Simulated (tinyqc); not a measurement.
Planar ballistic transistor, top-of-the-barrier model: one step of the calculation.

At the top of the source barrier, states moving towards the drain are filled by the source (Fermi level 0) and states moving back by the drain (Fermi level -q Vd); nothing scatters. U is the shift of the band edge there, set by the capacitances CG, CD and CS (the total) and by the charge. Parabolic two-dimensional band; the source is grounded.

Task. Density of states, capacitances and charge at zero bias. N0 = gv m kB T/(pi hbar^2), CG = eps0 eox/tox, vT = sqrt(2 kB T/(pi m)), CS = CG/aG, n0 = n at U = 0 and Vd = 0. eta1 = -(E0 + U)/Vt, eta2 = eta1 - Vd/Vt, n = (N0/2)[F_0(eta1) + F_0(eta2)], F_0(x) = ln(1 + exp x). UL = -(aG Vg + aD Vd).

Parameters, values chosen for the exercise; mass and valleys close to those of a monolayer dichalcogenide:
- T = 300 K (temperature)
- m = 0.502 m0 (effective mass)
- gv = 2 (valley degeneracy)
- eox = 3.9 (relative permittivity of the gate insulator)
- tox = 3.1 nm (insulator thickness)
- aG = 0.9 (gate control CG/CS)
- aD = 0.044 (drain control CD/CS)
- E0 = 0.23 eV (band edge at the barrier top above the source Fermi level at zero bias)
- Vg = 0.5 V (gate voltage)
- Vd = 0.05 V (drain voltage)

Constants: q = 1.602176634e-19 C, kB = 1.380649e-23 J/K, hbar = 1.054571817e-34 J s, m0 = 9.1093837015e-31 kg, Vt = kB T/q, eps0 = 8.8541878128e-14 F/cm where lengths are in cm. Results are converted to the units shown.

Wanted: N0; CG; CS; n0; UL.

Result.

N0 = 1.084e13 cm^-2
CG = 1.114 uF/cm^2
CS = 1.238 uF/cm^2
n0 = 1.483e9 cm^-2
UL = -0.4522 eV

tinyqc, about 0.01 s, one thread, Intel Xeon 2.30GHz (shared host): `OMP_NUM_THREADS=1 python tinyqc.py 2400151 2400152 out.jsonl`
